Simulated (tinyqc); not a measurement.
Inside a calculation. Model: charge stability of a double quantum dot, constant-interaction model with a charge sensor.

Numbers from tinyqc (`OMP_NUM_THREADS=1 python tinyqc.py 2470130 2470131 out.jsonl`; about 0.01 s on one thread of a shared Intel Xeon 2.30GHz). Printed values are rounded.

Capacitance matrix C = [[C1, -Cm], [-Cm, C2]], C1 = G1 + X1 + Cm + L1, C2 = G2 + X2 + Cm + L2. Gate charges n1 = (G1 V1 + X1 V2)/q, n2 = (X2 V1 + G2 V2)/q. The state (N1, N2) has U = (1/2) d^T E d with d = (N1 - n1, N2 - n2) and E = q^2 C^(-1). Leads at 0 V; no tunnel coupling, spin or level spacing. The sensor reads s1 <N1> + s2 <N2>.

Parameters, values chosen for the exercise:
- G1 = 5.6 aF (gate 1 to dot 1)
- G2 = 4.7 aF (gate 2 to dot 2)
- X1 = 0.97 aF (gate 2 to dot 1)
- X2 = 0.64 aF (gate 1 to dot 2)
- Cm = 9.9 aF (between the dots)
- L1 = 29 aF (dot 1 to leads and ground)
- L2 = 26 aF (dot 2 to leads and ground)
- s1 = 0.81 (sensor weight of dot 1)
- s2 = 0.13 (sensor weight of dot 2)
- T = 2.3 K (temperature)
- V1 = 23.4 mV (voltage of gate 1)
- V2 = 21.9 mV (voltage of gate 2)

Constants: q = 1.602176634e-19 C, kB = 1.380649e-23 J/K, Vt = kB T/q. Results are converted to the units shown.

## Charging energies and lever arms

E = q^2 C^(-1) holds EC1, EC2 on the diagonal and ECm off it; the lever arms are A = C^(-1) [[G1, X1], [X2, G2]] (row: dot, column: gate).

C (aF):
```
       1      2
1  45.47   -9.9
2   -9.9  41.24
```

E (meV):
```
         1        2
1  3.71791  0.89252
2  0.89252  4.09926
```

lever arms (eV/V):
```
          1         2
1  0.133515  0.048691
2  0.047570  0.125656
```

gate charges: n1 0.950476, n2 0.735911

ECm is 22.9 % of the geometric mean of EC1 and EC2.

## Energies and occupation of the charge states

U for N1, N2 = 0, 1, 2; p is proportional to exp(-U/kB T), normalised over these nine states.

```
state  U (meV)         p
(0,0)  3.41368  0.000000
(0,1)  1.59831  0.000695
(0,2)  3.88219  0.000000
(1,0)  1.08204  0.009406
(1,1)  0.15918  0.989880
(1,2)  3.33558  0.000000
(2,0)  2.46831  0.000009
(2,1)  2.43797  0.000010
(2,2)  6.50688  0.000000
```

mean charges: <N1> 0.999323, <N2> 0.990585
sensor signal = 0.938228

The ground state is (1,1), 0.923 meV (4.66 kB T) below (1,0).

## Triple points

The states (0,0), (1,0), (0,1) meet where E n = (EC1/2, EC2/2), and (1,1), (1,0), (0,1) where E n = (EC1/2 + ECm, EC2/2 + ECm); the gate voltages follow from n.

gate charges:
```
                      n1        n2
electron point  0.400926  0.412708
hole point      0.599074  0.587292
```

gate voltages (mV):
```
                     V1       V2
electron point   9.2519  12.8089
hole point      14.0022  18.1134
```

distance between the points = 7.12060 mV

The line between the two points is the (1,0)-(0,1) transition, where an electron moves from dot to dot.
